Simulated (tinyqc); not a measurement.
Cyclotron resonance of ellipsoidal valleys, Si type: one step. The same from the mass tensor. Two cases, with inputs chosen for the exercise.

Task: For the valley along [001]: M = mt 1 + (ml - mt) a a^T, and mc^2 = det M/(b M b).

Valleys along [100], [010], [001] (each with its opposite partner), mass ml along the axis and mt across it. B lies in the (1-10) plane, b = (sin(theta)/sqrt2, sin(theta)/sqrt2, cos(theta)). For the angle phi between B and the axis, 1/mc^2 = cos^2(phi)/mt^2 + sin^2(phi)/(mt ml). Resonance: h nu = 2 muB B/mc, h = 2 pi hbar.

Give: M; det M; b M b; mc.

Case 1.

Values chosen (out of a larger set: near those of Si; not measured data): ml = 0.921 m0 (longitudinal mass); mt = 0.193 m0 (transverse mass).

b: [0.676210, 0.676210, 0.292372]

Result:

M (m0), rows x, y, z and columns alike:
```
[[0.1930, 0, 0],
 [0, 0.1930, 0],
 [0, 0, 0.9210]]
```

det M = 0.034306
b M b = 0.2552
mc = 0.3666 m0

Case 2.

Values chosen (out of a larger set: near those of Si; not measured data): ml = 0.925 m0 (longitudinal mass); mt = 0.197 m0 (transverse mass).

b: [0.415627, 0.415627, 0.809017]

Result:

M (m0), rows x, y, z and columns alike:
```
[[0.1970, 0, 0],
 [0, 0.1970, 0],
 [0, 0, 0.9250]]
```

det M = 0.035898
b M b = 0.6735
mc = 0.2309 m0

Computed by tinyqc, one run a case: `OMP_NUM_THREADS=1 python tinyqc.py N N+1 out.jsonl` with N = 1250715, 1250973; one thread of a shared Intel(R) Xeon(R) Processor @ 2.30GHz, about 0.01 s a run at most.
